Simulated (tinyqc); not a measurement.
Inside a calculation. Method: Luttinger-Kohn k.p, four valence bands. Computed by tinyqc, a small Python program that keeps every step. Settings: g1 = 3.61, g2 = 1.15, g3 = 1.46. Command: `OMP_NUM_THREADS=1 python tinyqc.py 24332 24333 out.jsonl` (the two numbers bound the seeds that draw the settings). One thread of a shared host (Intel(R) Xeon(R) Processor @ 2.60GHz), about 0.01 s of CPU time with the checks.

## Bloch Hamiltonian at k

Luttinger parameters chosen for this model; energies are counted downward from the top of the valence band:
```
parameter     value  unit
g1         3.610000
g2         1.150000
g3         1.460000
```

k point k (1/angstrom): -0.041000  -0.013000  0.022000

P = c g1 k^2, Q = c g2 (kx^2 + ky^2 - 2 kz^2), R = c sqrt3 [-g2 (kx^2 - ky^2) + 2i g3 kx ky], S = 2 c sqrt3 g3 (kx - i ky) kz, c = hbar^2/2m = 3.809982 eV angstrom^2; rows [P+Q, -S, R, 0], [-S*, P-Q, 0, R], [R*, 0, P-Q, S], [0, R*, S*, P+Q]. The path ends lie at |k| = 0.08 1/angstrom.

H(k) at k (eV), lower triangle (Hermitian):
```
                      3/2                  1/2                 -1/2      -3/2
3/2              0.035966
1/2    0.017381+0.005511i             0.028237
-1/2  -0.011474-0.010271i             0.000000             0.028237
-3/2             0.000000  -0.011474-0.010271i  -0.017381-0.005511i  0.035966
```

## Levels at k

Diagonalise the Hermitian matrix.

eigenvalues (eV): 0.007924  0.007924  0.056279  0.056279

## Bands along a path

The same steps at evenly spaced points between the labelled ones.

Bands along the path (eV):
```
k               band 1    band 2    band 3    band 4
[111]         0.016825  0.016825  0.159227  0.159227
[111]-G 0.20  0.010768  0.010768  0.101905  0.101905
[111]-G 0.40  0.006057  0.006057  0.057322  0.057322
[111]-G 0.60  0.002692  0.002692  0.025476  0.025476
[111]-G 0.80  0.000673  0.000673  0.006369  0.006369
G             0.000000  0.000000  0.000000  0.000000
G-[100] 0.20  0.001278  0.001278  0.005764  0.005764
G-[100] 0.40  0.005111  0.005111  0.023057  0.023057
G-[100] 0.60  0.011499  0.011499  0.051879  0.051879
G-[100] 0.80  0.020443  0.020443  0.092230  0.092230
[100]         0.031943  0.031943  0.144109  0.144109
```

## Hole masses

E = c [g1 k^2 -/+ 2 sqrt(g2^2 k^4 + 3 (g3^2 - g2^2)(kx^2 ky^2 + ky^2 kz^2 + kz^2 kx^2))] with c = hbar^2/2m, and m* = hbar^2 k^2 / (2 E).

Masses (electron masses):
```
direction     heavy     light
[100]      0.763359  0.169205
[110]      1.201927  0.156543
[111]      1.449275  0.153139
```
